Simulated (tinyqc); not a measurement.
Length offset and series resistance from crossing lines.

Inverse problem. R_total = Rs + k (L - dL)/Vo with constant Rs, dL and k. Find k, dL and Rs.

R_total at (L, Vo) = (60, 0.34), (120, 0.34), (60, 0.73) and (120, 0.73), L in nm and Vo in V (ohm um): [800.64706, 1259.4706, 581.26027, 794.95890]

Answer. At each overdrive R is a straight line in L with slope k/Vo; the two lines cross at L = dL, R = Rs.

k = 2.600 ohm um V/nm
dL = 6.300 nm
Rs = 390.0 ohm um

tinyqc, about 0.03 s, one thread, Intel Xeon 2.30GHz (shared host): `OMP_NUM_THREADS=1 python tinyqc.py 2282025 2282026 out.jsonl`
